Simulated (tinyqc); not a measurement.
## Resonant-tunnelling diode, transfer matrices and Tsu-Esaki current: effect of temperature at two biases

Emitter (band edge 0), barrier d1, well Lw, barrier d2, collector (edge -V). The bias drops linearly over these layers and none in the contacts; each layer is cut into ns equal slices, flat at the value of their centres. E is the energy of motion across the layers, C = hbar^2/(2 m0), psi and psi'/m are continuous. Transport is coherent, T(E) is taken as independent of the transverse momentum, and charge in the well is ignored.

The current at V = 0.431 V and at V = 0.659 V, Ef held fixed. For the pair (psi, psi'/m) a flat layer has M = [[cos kd, (m/k) sin kd], [-(k/m) sin kd, cos kd]] with k = sqrt(m (E - U)/C) above its edge U, and M = [[cosh Kd, (m/K) sinh Kd], [(K/m) sinh Kd, cosh Kd]] with K = sqrt(m (U - E)/C) below it. Later slices stand to the left. With M acting on (psi, psi'/m) and v = k/m in each lead, T(E) = 4 vL vR/[(vL vR M12 - M21)^2 + (vR M11 + vL M22)^2]. J = J0 times the integral over E > 0 of T(E) N(E), N = ln[(1 + exp((Ef - E)/Vt))/(1 + exp((Ef - V - E)/Vt))], J0 = q^2 mw m0 kB T/(2 pi^2 hbar^3) (times 1e-4 for A/cm^2 per eV). The integral is converged to the digits shown.

Parameters, values chosen for the exercise; masses and offsets of a made-up heterostructure:
- mw = 0.26 m0 (mass in the well, spacer and contacts)
- U1 = 1 eV (barrier height)
- m1 = 0.49 m0 (barrier mass)
- d1 = 0.8 nm (emitter barrier)
- Lw = 1.4 nm (well width)
- d2 = 0.9 nm (collector barrier)
- ns = 3 (slices in each layer)
- Ef = 0.15 eV (Fermi energy of both contacts above their band edges)

Constants: q = 1.602176634e-19 C, kB = 1.380649e-23 J/K, hbar = 1.054571817e-34 J s, m0 = 9.1093837015e-31 kg, Vt = kB T/q, hbar^2/(2 m0) = 0.0380998212 eV nm^2. Results are converted to the units shown.

Results:

| T (K) | J at 0.431 V (kA/cm^2) | J at 0.659 V (kA/cm^2) | ratio |
|---|---|---|---|
| 40 | 1284 | 13.93 | 92.15 |
| 150 | 1284 | 14.45 | 88.90 |
| 220 | 1285 | 15.10 | 85.13 |
| 300 | 1289 | 16.18 | 79.67 |
| 400 | 1301 | 18.11 | 71.82 |

Estimate the missing row, T = 77 K.

Computed row:

| T (K) | J at 0.431 V (kA/cm^2) | J at 0.659 V (kA/cm^2) | ratio |
|---|---|---|---|
| 77 | 1284 | 14.03 | 91.46 |

With this row back in the table: The first current rises from 1280 to 1300 kA/cm^2, the second rises from 13.9 to 18.1 kA/cm^2, and their ratio falls from 92.2 to 71.8.

tinyqc, about 0.2 s, one thread, Intel Xeon 2.30GHz (shared host): `OMP_NUM_THREADS=1 python tinyqc.py 2600020 2600021 out.jsonl`
